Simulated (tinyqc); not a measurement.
Worked calculation: bottom-up copper filling of a trench by curvature-enhanced accelerator coverage. Computed by tinyqc, a small Python program that keeps every step. Command: `OMP_NUM_THREADS=1 python tinyqc.py 3016393 3016394 out.jsonl superfill walk`. One thread of a shared host (Intel(R) Xeon(R) Processor @ 2.30GHz), about 0.07 s of CPU time with the checks. Intermediate numbers are printed to about 6 digits and carried at full precision; extremes and crossings named in words are read from the listed rows.

A rectangular trench keeps vertical walls and a flat floor. An accelerator floats on the surface; where area is lost in the corners it is passed on to the floor.

Inputs (values chosen for the exercise, close to those used for damascene copper plating): trench width w = 480 nm; aspect ratio h/w = 2.6; exchange current of the suppressed surface i_0 = 0.017 mA/cm^2; exchange current of the accelerated surface i_1 = 3.4 mA/cm^2; transfer coefficient alpha = 0.5; overpotential eta = 0.088 V; starting coverage theta_0 = 0.043; adsorption rate k_a = 6.9e-05 1/s; cupric ion concentration C = 0.49 mol/l; diffusivity D = 4.8e-06 cm^2/s; boundary layer delta = 54 um; temperature T = 298 K.

Constants: e = 1.602176634e-19 C; N_A = 6.02214076e+23 1/mol; k_B = 8.617333262e-05 eV/K.

## Velocities

Kinetic current i_k = [i_0 (1 - theta) + i_1 theta] exp(alpha eta/(k_B T)), limit i_L = 2 F D C/delta, i = 1/(1/i_k + 1/i_L); velocity v = i Omega/(2F), Omega = 7.11 cm^3/mol, F = e N_A. Depletion inside the trench is ignored.

limiting current i_L = 84.0494 mA/cm^2

velocity at theta = 0 = 0.0347111 nm/s

velocity at theta_0 = 0.328583 nm/s

velocity at theta = 1 = 5.67614 nm/s

ratio v(1)/v(theta_0) = 17.2746

Without acceleration the walls meet when the floor has risen by w/2, so a seam-free fill needs a mean floor-to-wall speed ratio of at least 2 h/w = 5.2.

## First rates

At the start theta_b = theta_s = theta_0 and x = w/2: d theta_b/dt = k_a (1 - theta_0) + 2 theta_0 v/x (theta_b on the floor, theta_s on the walls, x the half width). At this initial relative rate the doubling time without adsorption would be x ln2/(2 v).

rate from adsorption = 6.60330e-05 1/s

rate from area loss = 1.17742e-04 1/s

doubling time = 253.141 s

## Filling

Half width x, floor height y, depth h = aspect ratio x w. dx/dt = -v_s, dy/dt = v_b. d theta_b/dt = k_a (1 - theta_b) + [theta_s v_b + theta_b v_s]/x: the floor takes the accelerator of the wall it covers and keeps its own as it narrows. d theta_s/dt = k_a (1 - theta_s). theta_b is capped at 1. Integrate (tolerance 1e-9) until the walls meet (x = 0.02 w/2) or the floor passes the original mouth y = h. Start: x = w/2, y = 0, theta_b = theta_s = theta_0. Height filled = y/h, opening left = x/(w/2).

Course of the fill (nine evenly spaced times):
```
t (s)     x (nm)   y (nm)   theta_b    theta_s  v_b/v_s
0.000    240.000     0.00  0.043000  0.0430000   1.0000
66.103   217.305    24.73  0.057206  0.0473550   1.1855
132.206  192.670    56.97  0.077359  0.0516903   1.4444
198.309  166.107   100.19  0.108253  0.0560057   1.8350
264.412  137.627   160.92  0.160752  0.0603016   2.4828
330.515  107.245   252.94  0.264157  0.0645779   3.7048
396.618   74.972   411.03  0.522530  0.0688347   6.4953
462.720   40.819   726.21         1  0.0730722  10.6934
528.823    4.800  1101.42         1  0.0772904  10.1548
```

time at the end = 528.823 s

share of the height filled from the floor = 0.882550

opening left, as a share of w = 0.02

The walls meet when the floor has filled 88 % of the height: a seam forms above. Caution: real profiles develop slanted corners, and accelerator is consumed; both are left out.

## The window in starting coverage

The formulas are those given above.

Outcome:
```
theta_0  v(1)/v(theta_0)  height filled  opening left  time (s)
0.001            136.415       0.854329          0.02   923.720
0.003            102.464       0.857247          0.02   897.726
0.010             54.813       0.869838          0.02   813.024
0.020             32.983       0.885856          0.02   708.223
0.050             15.100       0.871134          0.02   487.860
0.100              7.999       0.744805          0.02   304.852
0.200              4.187       0.546115          0.02   169.794
0.400              2.210       0.363326          0.02    91.181
0.800              1.203       0.224458          0.02    49.826
```

No row fills the trench; the best, at theta_0 = 0.02, reaches 89 % of the height. Too little accelerator takes too long to concentrate. Too much speeds the walls as well and removes the contrast.

Checks made by the program: wall coverage against its closed form (relative difference below 1e-10).
